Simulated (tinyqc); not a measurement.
# Floating body of a partially depleted SOI transistor: body voltage and kink, step by step

Program tinyqc, `OMP_NUM_THREADS=1 python tinyqc.py 2182173 2182174 out.jsonl`; Intel Xeon 2.30GHz, shared host, one thread, about 0.2 s. Printed values are rounded.

Source at 0 V. Channel current Ic = 2 nf K Vt^2 [F(0) - F(Vd)](1 + la Vd), F(V) = ln^2(1 + exp((Vg - VT - nf V)/(2 nf Vt))), VT = VT0 - gb Vb. Saturation voltage Vs = 2 Vt sqrt(F(0)) + 3 Vt, excess Ve = (Vd - Vs + sqrt((Vd - Vs)^2 + 0.0004 V^2))/2, multiplication M1 = Ai Ve exp(-Bl/Ve). Each junction passes D(v) = J1 (exp(v/Vt) - 1) + J2 (exp(v/(2 Vt)) - 1). Bipolar current Ib = bb J1 (exp(Vb/Vt) - 1). The body settles where M1 (Ic + Ib) = D(Vb) + D(Vb - Vd) + Vb/Rb; drain current Id = (1 + M1)(Ic + Ib) - D(Vb - Vd).

Inputs (values chosen for the exercise); values of the order met in partially depleted silicon-on-insulator transistors: temperature T = 358 K; threshold at zero body voltage VT0 = 0.38 V; fall of the threshold per volt of body voltage gb = 0.24; slope factor nf = 1.26; gain factor per width K = 140 uA/(V^2 um); channel-length modulation factor la = 0.04 1/V; impact-ionisation prefactor Ai = 2.13 1/V; impact-ionisation voltage Bl = 7.7 V; diffusion saturation current of each junction J1 = 2.7e-11 uA/um; recombination saturation current of each junction J2 = 1.9e-7 uA/um; gain of the lateral bipolar transistor on the diffusion current bb = 0; resistance of a weak body tie to the source (1e9 stands for no tie, and the term is then dropped) Rb = 1e9 kohm um; gate voltage Vg = 0.86 V; drain voltage Vd = 1.7 V.

Constants: q = 1.602176634e-19 C, kB = 1.380649e-23 J/K, Vt = kB T/q. Results are converted to the units shown.

Range of the model: The multiplication law is an empirical form chosen for the exercise; self-heating and capacitive coupling to the body are left out, and the linear laws are rough once Vb passes about 0.7 V or M1 about 0.1.

## Starting value

Vb = 0.57 V.

Vb at the start = 0.57 V

## Iteration 1: new Vb

Current into the body I_in = M1 (Ic + Ib) - D(Vb - Vd), current out I_out = D(Vb) + Vb/Rb; f = ln(I_in/I_out), s = df/dVb by central differences over 1e-5 V, Vb(new) = Vb - f/s.

Ic = 22.5749 uA/um
Ve = 1.11799 V
M1 = 0.00243044
I_in = 0.0548673 uA/um
I_out = 0.00480846 uA/um
f = 2.43454
s = -26.3961 1/V
Vb after iteration 1 = 0.662231 V

## Iteration 2: new Vb

As before.

Ic = 24.2237 uA/um
Ve = 1.10043 V
M1 = 0.00214327
I_in = 0.0519181 uA/um
I_out = 0.0654627 uA/um
f = -0.231812
s = -30.8910 1/V
Vb after iteration 2 = 0.654727 V

## Iteration 3: new Vb

As before.

Ic = 24.0874 uA/um
Ve = 1.10186 V
M1 = 0.00216561
I_in = 0.0521642 uA/um
I_out = 0.0522111 uA/um
f = -8.99435e-4
s = -30.6479 1/V
Vb after iteration 3 = 0.654697 V

## Course of the iteration

Stop when the step is below 1e-10 V, or after 40 iterations.

Course of the iteration:
```
iteration	Vb before the step (V)	step (V)
1	0.57	0.0922
2	0.662231	-7.50e-3
3	0.654727	-2.93e-5
4	0.654697	-4.75e-10
5	0.654697	< 1e-14
```

Converged in 5 iterations.

## Drain current with floating and with grounded body

converged Vb = 0.654697 V

Id and VT at the converged Vb, Id at Vb = 0, their ratio, and the bipolar share Ib/(Ic + Ib).

VT = 0.222873 V
Id, floating = 24.1390 uA/um
Id, grounded = 13.7467 uA/um
ratio = 1.75599
bipolar share = 0.00000 %

The body rises to 0.655 V and lowers the threshold by 157 mV.
